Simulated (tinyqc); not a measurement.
The methods across T_c: square-lattice Ising model by mean field, Bethe lattice, transfer matrix, exact enumeration and Monte Carlo steps. Computed by tinyqc, a small Python program. Command: `OMP_NUM_THREADS=1 python tinyqc.py 3028443 3028444 out.jsonl ising walk`. One thread of a shared host (Intel(R) Xeon(R) Processor @ 2.30GHz), about 1 s of CPU time with the checks.

H = -J sum over nearest pairs s_i s_j, s = +-1, no field, periodic boundaries; energies per site are in J. As a lattice gas or an alloy, s marks which species holds the site.

Inputs (values chosen for the exercise, for a model lattice): coupling J = 5.14 meV; factor on the grid 1.5, 1.85, 2.1, 2.45, 2.65, 3.1, 3.6, 4.4 of k_B T/J = 1.04.

Enumerated cell: 4 x 5.

Constants: k_B = 8.617333262e-05 eV/K.

Method:
- K = J/(k_B T). Mean field: m = tanh(4 K m), u = -2 m^2. Bethe: cavity field h = 3 artanh(tanh K tanh h), m = tanh(4h/3), u = -2 (tanh K + tanh^2 h)/(1 + tanh K tanh^2 h). Exact: m = [1 - sinh(2K)^(-4)]^(1/8) below T_c; u = -coth(2K) [1 + (2/pi)(2 tanh^2(2K) - 1) K1(k)], k = 2 sinh(2K)/cosh^2(2K), K1 the complete elliptic integral of the first kind. The largest root is taken.
- Weights count x exp(-K E); N = 20; u = <E>/N, c = K^2 (<E^2> - <E>^2)/N in k_B, Binder U = 1 - <M^4>/(3 <M^2>^2).
- The grid values of k_B T/J times the given factor are rounded to 3 figures before use.

States of the 4 x 5 cell:
```
E (J)  |M|  count
-40     20      2
-32     18     40
-28     16     80
-24      4     10
-24     12     50
-24     14    240
-24     16    300
-20      0     44
-20      2     80
-20      6     80
-20      8    160
-20     10    408
-20     12    680
-20     14    960
-16      0    260
-16      2    640
-16      4   1080
-16      6   1280
-16      8   1760
-16     10   2200
-16     12   3060
-16     14   1080
-12      0   2960
-12      2   5800
-12      4   5840
-12      6   6680
-12      8   7680
-12     10   8400
-12     12   3880
-8       0  10380
-8       2  21680
-8       4  22650
-8       6  23000
-8       8  20620
-8      10  11280
-8      12   2020
-4       0  30880
-4       2  59640
-4       4  54960
-4       6  44240
-4       8  25200
-4      10   6680
0        0  48442
0        2  91280
0        4  72320
0        6  42880
0        8  15720
0       10   2040
4        0  46640
4        2  82600
4        4  55920
4        6  26200
4        8   5200
8        0  29000
8        2  49320
8        4  27960
8        6   8120
8        8   1180
12       0  11740
12       2  17960
12       4   8680
12       6   2160
16       0   3200
16       2   5360
16       4   1860
16       6    400
20       0    960
20       2   1200
20       4    600
24       0    200
24       2    280
24       4     60
28       0     40
28       2     80
32       0     10
```

Order and energy:
```
k_B T/J   T (K)  m mean field  m Bethe  m exact  <|m|> cell  u Bethe  u exact   u cell   U cell
1.56      93.05       0.98744  0.98330  0.98265     0.98208  -1.9393  -1.9382  -1.9374  0.66351
1.92     114.52       0.96472  0.94342  0.93372     0.93303  -1.8113  -1.7980  -1.7976  0.65081
2.18     130.03       0.93799  0.88319  0.80844     0.86067  -1.6436  -1.5734  -1.6200  0.62645
2.55     152.10       0.88160  0.69987  0.00000     0.71716  -1.2481  -1.0652  -1.3042  0.56099
2.76     164.63       0.83804  0.46569  0.00000     0.63586  -0.9142  -0.9293  -1.1357  0.51157
3.22     192.06       0.70312  0.00000  0.00000     0.49825  -0.6019  -0.7387  -0.8577  0.39944
3.74     223.08       0.42998  0.00000  0.00000     0.40532  -0.5224  -0.6060  -0.6677  0.29830
4.58     273.18       0.00000  0.00000  0.00000     0.32832  -0.4299  -0.4739  -0.4990  0.20066
```

At k_B T/J = 1.56 all values of m agree within 0.006. At 2.55 the exact m is 0 while Bethe gives 0.70, mean field 0.88 and the cell 0.72: neglect of fluctuations raises T_c, and a finite cell rounds the transition. U falls from 0.664 (2/3 when ordered) to 0.201 (0 for a large disordered system).
